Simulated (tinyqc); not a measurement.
Inside a calculation. Model: drifting, spreading and decaying minority pulse (Haynes-Shockley), explicit time steps.

Numbers from tinyqc (`OMP_NUM_THREADS=1 python tinyqc.py 2310107 2310108 out.jsonl`; about 0.01 s on one thread of a shared Intel Xeon 2.30GHz). Printed values are rounded.

Low injection in a uniform field: dn/dt = D d2n/dx2 - v dn/dx - n/tau with D = mu Vt and v = mu F towards +x. Exact solution on an infinite bar for a Gaussian start at x0: n = N0 exp(-t/tau) exp(-(x - x0 - v t)^2/(2 s^2))/sqrt(2 pi s^2), s^2 = s0^2 + 2 D t.

Parameters, values chosen for the exercise; mobility close to that of germanium at room temperature:

| symbol | value | unit | meaning |
|---|---|---|---|
| T | 250 | K | temperature |
| mu | 3820 | cm^2/(V s) | minority-carrier mobility |
| F | 20 | V/cm | sweep field along the drift |
| hx | 27 | um | mesh step |
| tau | 2.2e-7 | s | lifetime |
| N0 | 1e10 | cm^-2 | injected sheet density |
| dt | 1.9e-8 | s | time step |
| s0 | 25 | um | initial width (standard deviation) |

Constants: q = 1.602176634e-19 C, kB = 1.380649e-23 J/K, Vt = kB T/q. Results are converted to the units shown.

## Coefficients of the scheme

Exponentially fitted fluxes: d = F hx/Vt, B(d) = d/(exp(d) - 1), k = D dt/hx^2; (L n)_i = a n_(i-1) + b n_i + c n_(i+1) with a = k B(-d), c = k B(d), b = -a - c - dt/tau. Explicit steps keep n positive for dt up to 1/[(D/hx^2)(B(d) + B(-d)) + 1/tau].

D = 82.29553 cm^2/s
v = 76400 cm/s
d = 2.506576
a = 0.5853643
b = -0.7194627
c = 0.04773470
positivity limit of dt = 2.640860e-8 s

dt is 0.72 times the explicit limit. On this mesh the fitted flux acts like a diffusion coefficient (d/2) coth(d/2) D = 1.48 D for a travelling pulse, before the error of the time steps.

## Initial pulse

Nodes x_i = i hx, i = 1 to 13, n = 0 at nodes 0 and 14; the Gaussian at t = 0 with x0 = 4 hx.

| node | n at t = 0 (1e12 cm^-3) |
|---|---|
| 1 | 0.008384 |
| 2 | 0.154827 |
| 3 | 0.890614 |
| 4 | 1.595769 |
| 5 | 0.890614 |
| 6 | 0.154827 |
| 7 | 0.008384 |
| 8 | 0.000141 |
| 9 | 0.000001 |
| 10 | 0.000000 |
| 11 | 0.000000 |
| 12 | 0.000000 |
| 13 | 0.000000 |

## Step 1: densities after a time step

(L n)_i = a n_(i-1) + b n_i + c n_(i+1), n = 0 beyond the ends. Explicit step: n(new) = n + L n.

| node | n at t = 1 dt (1e12 cm^-3) |
|---|---|
| 1 | 0.009743 |
| 2 | 0.090856 |
| 3 | 0.416654 |
| 4 | 1.011520 |
| 5 | 1.191347 |
| 6 | 0.565169 |
| 7 | 0.092989 |
| 8 | 0.004947 |
| 9 | 0.000083 |
| 10 | 0.000000 |
| 11 | 0.000000 |
| 12 | 0.000000 |
| 13 | 0.000000 |

## Step 2: densities after a time step

As before.

| node | n at t = 2 dt (1e11 cm^-3) |
|---|---|
| 1 | 0.070701 |
| 2 | 0.510803 |
| 3 | 2.183554 |
| 4 | 5.845323 |
| 5 | 9.533031 |
| 6 | 8.603620 |
| 7 | 3.571527 |
| 8 | 0.558244 |
| 9 | 0.029193 |
| 10 | 0.000487 |
| 11 | 0.000003 |
| 12 | 0.000000 |
| 13 | 0.000000 |

## Step 3: densities after a time step

As before.

| node | n at t = 3 dt (1e11 cm^-3) |
|---|---|
| 1 | 0.044217 |
| 2 | 0.288917 |
| 3 | 1.190599 |
| 4 | 3.373062 |
| 5 | 6.506706 |
| 6 | 8.164419 |
| 7 | 6.064847 |
| 8 | 2.248646 |
| 9 | 0.334989 |
| 10 | 0.017225 |
| 11 | 0.000286 |
| 12 | 0.000001 |
| 13 | 0.000000 |

## Course in time

The same steps, now on nodes 1 to 60 (n = 0 at nodes 0 and 61), for 24 steps; centre = sum x n/sum n. Deviations are from the exact pulse, as a share of its largest value on the nodes; a run counts as stable if they stay under 100 %.

Course of the iteration:

| step | hx sum n (cm^-2) | centre (um) | most negative n (cm^-3), 0 if none | largest deviation (% of the peak) |
|---|---|---|---|---|
| 1 | 9.134933e9 | 123.9070 | 0 | 8.33 |
| 2 | 8.344752e9 | 139.8162 | 0 | 12.7 |
| 3 | 7.623157e9 | 155.7229 | 0 | 14.5 |
| 4 | 6.964224e9 | 171.6251 | 0 | 14.2 |
| 5 | 6.362430e9 | 187.5232 | 0 | 17.3 |
| 6 | 5.812752e9 | 203.4182 | 0 | 17.6 |
| 7 | 5.310630e9 | 219.3110 | 0 | 17.5 |
| 8 | 4.851921e9 | 235.2023 | 0 | 19.1 |
| 9 | 4.432855e9 | 251.0925 | 0 | 19.5 |
| ... | ... | ... | ... | ... |
| 16 | 2.355545e9 | 362.3135 | 0 | 25.3 |
| 17 | 2.152111e9 | 378.2017 | 0 | 26.1 |
| 18 | 1.966247e9 | 394.0899 | 0 | 26.7 |
| 19 | 1.796434e9 | 409.9781 | 0 | 27.5 |
| 20 | 1.641288e9 | 425.8663 | 0 | 28.1 |
| 21 | 1.499540e9 | 441.7545 | 0 | 29.0 |
| 22 | 1.370034e9 | 457.6426 | 0 | 29.3 |
| 23 | 1.251713e9 | 473.5308 | 0 | 30.3 |
| 24 | 1.143611e9 | 489.4190 | 0 | 30.6 |

The run is stable. After 24 steps the deviation is 31 % of the peak. From step 1 to the last the centre has moved at 1.09 v and the content is 9.1 % below N0 exp(-t/tau). On an endless mesh these steps would give a speed of 1.09 v and a content of 0.909 times the exact one, from dt/tau = 0.0864 alone; the rest comes from the absorbing ends.
